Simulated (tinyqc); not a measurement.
# Gated graphene, quantum capacitance: two studies

phi is the Fermi level above the Dirac point, in volts; Vg is counted from the gate voltage of charge neutrality. Ideal linear bands, no charge puddles.

Inputs (values chosen for the exercise); values close to those of graphene: temperature T = 300 K; relative permittivity of the gate insulator (close to silicon dioxide) eox = 3.9; insulator thickness tox = 4.2 nm; Fermi velocity vF = 1.01e6 m/s; density of traps Dit = 0 cm^-2 eV^-1; gate voltage Vg = -0.91 V.

Constants: q = 1.602176634e-19 C, kB = 1.380649e-23 J/K, hbar = 1.054571817e-34 J s, Vt = kB T/q, eps0 = 8.8541878128e-14 F/cm where lengths are in cm. Results are converted to the units shown.

Each table varies one quantity; the others keep the values above.

## Effect of the gate voltage

N0 = (2/pi)(kB T/(hbar vF))^2; n = N0 F1(phi/Vt), p = N0 F1(-phi/Vt), F1(e) = int_0^infinity u du/(1 + exp(u - e)) = -Li2(-exp(e)); Cq = q d(n - p)/dphi = (q N0/Vt) ln[2 (1 + cosh(phi/Vt))]. Cox = eps0 eox/tox; Vg = phi + q (n - p + Dit phi)/Cox. 1/C_G = 1/Cox + 1/(Cq + q Dit); dphi/dVg = Cox/(Cox + Cq + q Dit).

The same in every row: Cox (uF/cm^2) = 0.82217.

Effect of the gate voltage:

| Vg (V) | phi (V) | n - p (cm^-2) | Cq (uF/cm^2) | C_G (uF/cm^2) | dphi/dVg | n + p (cm^-2) |
|---|---|---|---|---|---|---|
| -0.3 | -0.10751 | -9.8780e11 | 2.4997 | 0.61868 | 0.24751 | 9.9080e11 |
| -0.13 | -0.057206 | -3.7355e11 | 1.4441 | 0.52391 | 0.36278 | 3.9406e11 |
| 0.03 | 0.014810 | 7.7951e10 | 0.87541 | 0.42398 | 0.48432 | 1.7416e11 |
| 0.2 | 0.080300 | 6.1425e11 | 1.9055 | 0.57436 | 0.30142 | 6.2278e11 |
| 0.37 | 0.12392 | 1.2628e12 | 2.8698 | 0.63908 | 0.22269 | 1.2644e12 |
| 0.53 | 0.15631 | 1.9176e12 | 3.6103 | 0.66967 | 0.18549 | 1.9181e12 |
| 0.7 | 0.18561 | 2.6396e12 | 4.2847 | 0.68981 | 0.16099 | 2.6398e12 |
| 0.87 | 0.21147 | 3.3793e12 | 4.8809 | 0.70365 | 0.14416 | 3.3794e12 |
| 1.03 | 0.23355 | 4.0871e12 | 5.3903 | 0.71337 | 0.13234 | 4.0871e12 |
| 1.2 | 0.25518 | 4.8484e12 | 5.8894 | 0.72146 | 0.12250 | 4.8484e12 |

What does the table show?

As Vg goes from -0.3 to 1.2, Cq goes from 2.50 through a minimum of 0.875 (at Vg = 0.03 among the rows listed) to 5.89 uF/cm^2, C_G/Cox goes from 0.752 through a minimum of 0.516 (at Vg = 0.03 among the rows listed) to 0.877 and n - p rises from -9.88e11 to 4.85e12 cm^-2. Cq exceeds Cox in every row, so the insulator is the tighter limit, though Cq still cuts C_G by up to 48 %. At neutrality Cq is (q N0/Vt) ln 4 = 0.827 uF/cm^2, and far from it Cq grows as |phi|.

## Effect of the density of traps

Same model as above.

The same in every row: Cox (uF/cm^2) = 0.82217.

Result of one run:

| Dit (cm^-2 eV^-1) | phi (V) | n - p (cm^-2) | Cq (uF/cm^2) | C_G (uF/cm^2) | dphi/dVg | n + p (cm^-2) |
|---|---|---|---|---|---|---|
| 2e12 | -0.20562 | -3.2034e12 | 4.7459 | 0.70738 | 0.13962 | 3.2034e12 |

What becomes of these results when the density of traps Dit is changed from 2e12 to 3e11 cm^-2 eV^-1, all else the same?

Result of the changed run:

| Dit (cm^-2 eV^-1) | phi (V) | n - p (cm^-2) | Cq (uF/cm^2) | C_G (uF/cm^2) | dphi/dVg | n + p (cm^-2) |
|---|---|---|---|---|---|---|
| 3e11 | -0.21539 | -3.4998e12 | 4.9714 | 0.70646 | 0.14074 | 3.4999e12 |

The whole series:

| Dit (cm^-2 eV^-1) | phi (V) | n - p (cm^-2) | Cq (uF/cm^2) | C_G (uF/cm^2) | dphi/dVg | n + p (cm^-2) |
|---|---|---|---|---|---|---|
| 0 | -0.21717 | -3.5553e12 | 5.0124 | 0.70632 | 0.14091 | 3.5554e12 |
| 1e11 | -0.21658 | -3.5367e12 | 4.9987 | 0.70636 | 0.14086 | 3.5368e12 |
| 3e11 | -0.21539 | -3.4998e12 | 4.9714 | 0.70646 | 0.14074 | 3.4999e12 |
| 7e11 | -0.21305 | -3.4274e12 | 4.9172 | 0.70665 | 0.14051 | 3.4274e12 |
| 2e12 | -0.20562 | -3.2034e12 | 4.7459 | 0.70738 | 0.13962 | 3.2034e12 |
| 4e12 | -0.19479 | -2.8910e12 | 4.4962 | 0.70874 | 0.13797 | 2.8911e12 |
| 1e13 | -0.16639 | -2.1520e12 | 3.8420 | 0.71430 | 0.13120 | 2.1523e12 |
| 3e13 | -0.10563 | -9.5877e11 | 2.4577 | 0.73858 | 0.10167 | 9.6200e11 |

As Dit goes from 0 to 3e13, Cq falls from 5.01 to 2.46 uF/cm^2, C_G/Cox rises from 0.859 to 0.898 and n - p rises from -3.56e12 to -9.59e11 cm^-2. Cq exceeds Cox in every row, so the insulator is the tighter limit, though Cq still cuts C_G by up to 14 %.

Program tinyqc, `OMP_NUM_THREADS=1 python tinyqc.py 2200041 2200042 out.jsonl`; Intel Xeon 2.30GHz, shared host, one thread, about 0.01 s.
